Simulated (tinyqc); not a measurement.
# p-n diode, drift-diffusion by the Gummel loop with Scharfetter-Gummel fluxes, step by step

Program tinyqc, `OMP_NUM_THREADS=1 python tinyqc.py 2240156 2240157 out.jsonl`; Intel Xeon 2.30GHz, shared host, one thread, about 0.2 s. Printed values are rounded.

Abrupt junction at x = 0, p side from -Lp, n side to Ln, ohmic contacts. psi is counted from the intrinsic level; n = ni exp((psi - phin)/Vt), p = ni exp((phip - psi)/Vt). Contacts: p side psi = V - Vt ln(Na/ni), p = Na, n = ni^2/Na; n side psi = Vt ln(Nd/ni), n = Nd, p = ni^2/Nd. Constant mobilities, D = mu Vt, Boltzmann statistics, SRH recombination through a mid-gap level, U = (n p - ni^2)/(tp (n + ni) + tn (p + ni)). Current is positive from the p contact to the n contact.

Values chosen for this exercise; band and dielectric values those of a made-up semiconductor:

| symbol | value | unit | meaning |
|---|---|---|---|
| T | 275 | K | temperature |
| Eg | 1.07 | eV | band gap |
| eps_r | 11.5 |  | relative permittivity |
| Nc | 2.19e19 | cm^-3 | conduction-band density of states at T |
| Nv | 2.73e19 | cm^-3 | valence-band density of states at T |
| Na | 9.4e15 | cm^-3 | acceptor density of the p side |
| Nd | 1e16 | cm^-3 | donor density of the n side |
| mun | 990 | cm^2/(V s) | electron mobility |
| mup | 460 | cm^2/(V s) | hole mobility |
| tn | 3e-10 | s | SRH lifetime of electrons |
| tp | 7e-10 | s | SRH lifetime of holes |
| G | 0 | cm^-3 s^-1 | uniform generation rate |
| V | 0.48 | V | bias of the p contact |

Constants: q = 1.602176634e-19 C, kB = 1.380649e-23 J/K, Vt = kB T/q, eps0 = 8.8541878128e-14 F/cm where lengths are in cm. Results are converted to the units shown.

## Intrinsic density and built-in voltage

ni = sqrt(Nc Nv) exp(-Eg/(2 Vt)), Eg in volts; Vbi = Vt ln(Na Nd/ni^2).

ni = 3.83393e9 cm^-3
Vbi = 0.698762 V

## Round 1: Poisson equation

```
node  x (nm)  phin at the start (V)  phip at the start (V)
0       -920                   0.48                   0.48
1       -676                      0                   0.48
2       -474                      0                   0.48
3       -305                      0                   0.48
4       -165                      0                   0.48
5      -48.5                      0                   0.48
6       48.5                      0                   0.48
7        202                      0                   0.48
8        445                      0                   0.48
9        829                      0                   0.48
10      1440                      0                   0.48
11      2400                      0                      0
```

With phin and phip held, solve a_i (psi_(i+1) - psi_i) - a_(i-1) (psi_i - psi_(i-1)) + q w_i (p_i - n_i + C_i) = 0 for the inner nodes by Newton steps to convergence; a_i = eps0 eps_r/h_i, h_i = x_(i+1) - x_i, w_i = (h_(i-1) + h_i)/2, C = -Na or +Nd.

```
node   psi (V)  n after Poisson (cm^-3)  p after Poisson (cm^-3)
0     0.131352                  1563.72                   9.4e15
1     0.131350               9.79100e11               9.40080e15
2     0.131361               9.79548e11               9.39649e15
3     0.131591               9.89118e11               9.30559e15
4     0.135029               1.14354e12               8.04900e15
5     0.169678               4.93455e12               1.86528e15
6     0.321372               2.97344e15               3.09551e12
7     0.348765               9.44640e15               9.74373e11
8     0.350090               9.99000e15               9.21354e11
9     0.350116               1.00008e16               9.20355e11
10    0.350116               1.00009e16               9.20348e11
11    0.350114                     1e16                  1469.90
```

## Round 1: electron continuity

With psi and p held, F_i = (mun Vt/h_i) [n_(i+1) B(d_i) - n_i B(-d_i)], d_i = (psi_(i+1) - psi_i)/Vt, B(d) = d/(exp(d) - 1); solve F_i - F_(i-1) = w_i [(n_i p_i - ni^2)/den_i - G] for the new n, with den = tp (n + ni) + tn (p + ni) taken at the old n and p, h_i = x_(i+1) - x_i, w_i = (h_(i-1) + h_i)/2; phin = psi - Vt ln(n/ni).

```
node  new n (cm^-3)  phin after round 1 (V)
0           1563.72                0.480000
1        2.58537e11                0.031556
2        4.89296e11                0.016449
3        7.09828e11                0.007863
4        1.03553e12                0.002351
5        4.89503e12                0.000191
6        2.97107e15                0.000019
7        9.43963e15                0.000017
8        9.98351e15                0.000015
9        9.99545e15                0.000013
10       9.99746e15                0.000008
11             1e16                0.000000
```

## Round 1: hole continuity

With psi and the new n held, F_i = (mup Vt/h_i) [p_(i+1) B(-d_i) - p_i B(d_i)], d_i = (psi_(i+1) - psi_i)/Vt, B(d) = d/(exp(d) - 1); solve F_i - F_(i-1) = w_i [(n_i p_i - ni^2)/den_i - G] for the new p, with den = tp (n + ni) + tn (p + ni) taken at the new n and the old p, h_i = x_(i+1) - x_i, w_i = (h_(i-1) + h_i)/2; phip = psi + Vt ln(p/ni).

```
node  new p (cm^-3)  phip after round 1 (V)
0            9.4e15                0.480000
1        9.39974e15                0.479997
2        9.39458e15                0.479995
3        9.30304e15                0.479993
4        8.04632e15                0.479992
5        1.86447e15                0.479990
6        3.07016e12                0.479805
7        8.67834e11                0.477256
8        6.17925e11                0.470533
9        3.85525e11                0.459379
10       1.70177e11                0.440000
11          1469.90                0.000000
```

## Round 2: Poisson equation

As before.

```
node   psi (V)  n after Poisson (cm^-3)  p after Poisson (cm^-3)
0     0.131352                  1563.72                   9.4e15
1     0.131349               2.58527e11               9.40011e15
2     0.131357               4.89222e11               9.39600e15
3     0.131586               7.09657e11               9.30529e15
4     0.135022               1.03523e12               8.04863e15
5     0.169677               4.89470e12               1.86459e15
6     0.321385               2.97274e15               3.06843e12
7     0.348781               9.44620e15               8.67230e11
8     0.350105               9.98969e15               6.17543e11
9     0.350128               1.00003e16               3.85338e11
10    0.350123               1.00002e16               1.70131e11
11    0.350114                     1e16                  1469.90
```

## Round 2: electron continuity

As before.

```
node  new n (cm^-3)  phin after round 2 (V)
0           1563.72                0.480000
1        2.58514e11                0.031557
2        4.89218e11                0.016449
3        7.09683e11                0.007862
4        1.03530e12                0.002349
5        4.89507e12                0.000189
6        2.97296e15                0.000017
7        9.44691e15                0.000015
8        9.99043e15                0.000014
9        1.00010e16                0.000011
10       1.00007e16                0.000007
11             1e16                0.000000
```

## Round 2: hole continuity

As before.

```
node  new p (cm^-3)  phip after round 2 (V)
0            9.4e15                0.480000
1        9.40011e15                0.479997
2        9.39600e15                0.479995
3        9.30529e15                0.479994
4        8.04863e15                0.479992
5        1.86459e15                0.479990
6        3.06844e12                0.479805
7        8.67223e11                0.477256
8        6.17512e11                0.470532
9        3.85292e11                0.459377
10       1.70092e11                0.439995
11          1469.90                0.000000
```

## Course of the Gummel loop

Stop when phin and phip change by less than 1e-8 V, or after 80 rounds. J = Jn at the p contact + Jp at the n contact + q sum w_i U_i - q G sum w_i over the inner nodes, which avoids differences of large majority fluxes: Jn = (q mun Vt/h_0)[n_1 B(d_0) - n_0 B(-d_0)], Jp = (q mup Vt/h_last)[p_(N-1) B(d_last) - p_N B(-d_last)], d_i = (psi_(i+1) - psi_i)/Vt, B(d) = d/(exp(d) - 1), w_i = (h_(i-1) + h_i)/2.

Course of the iteration:
```
round  J (A/cm^2)  largest change of phin, phip (V)
1        0.116153                            0.0400
2        0.116130                           5.39e-6
3        0.116132                           4.12e-7
4        0.116132                          1.88e-10
```

Converged in 4 rounds.

## Recombination and current

```
node  converged psi (V)  converged n (cm^-3)  converged p (cm^-3)
0              0.131352              1563.72               9.4e15
1              0.131349           2.58514e11           9.40011e15
2              0.131357           4.89217e11           9.39600e15
3              0.131586           7.09682e11           9.30529e15
4              0.135022           1.03530e12           8.04865e15
5              0.169676           4.89497e12           1.86463e15
6              0.321384           2.97278e15           3.06862e12
7              0.348779           9.44621e15           8.67287e11
8              0.350103           9.98969e15           6.17558e11
9              0.350126           1.00003e16           3.85321e11
10             0.350121           1.00002e16           1.70105e11
11             0.350114                 1e16              1469.90
```

U_i as defined. J = Jn at the p contact + Jp at the n contact + q sum w_i U_i - q G sum w_i over the inner nodes, which avoids differences of large majority fluxes: Jn = (q mun Vt/h_0)[n_1 B(d_0) - n_0 B(-d_0)], Jp = (q mup Vt/h_last)[p_(N-1) B(d_last) - p_N B(-d_last)], d_i = (psi_(i+1) - psi_i)/Vt, B(d) = d/(exp(d) - 1), w_i = (h_(i-1) + h_i)/2.

U, node 0 to 11 (cm^-3 s^-1): 0  8.61657e20  1.63052e21  2.36518e21  3.44996e21  1.62171e22  4.38180e21  1.23893e21  8.82203e20  5.50449e20  2.43005e20  0
Jn at the p contact = 0.0398266 A/cm^2
Jp at the n contact = 0.00309517 A/cm^2
recombination = 0.0732099 A/cm^2
generation = 0 A/cm^2
J = 0.116132 A/cm^2

A 500-node mesh gives J = 0.1758 A/cm^2; this mesh differs from it by -0.060 A/cm^2 (-34 %).
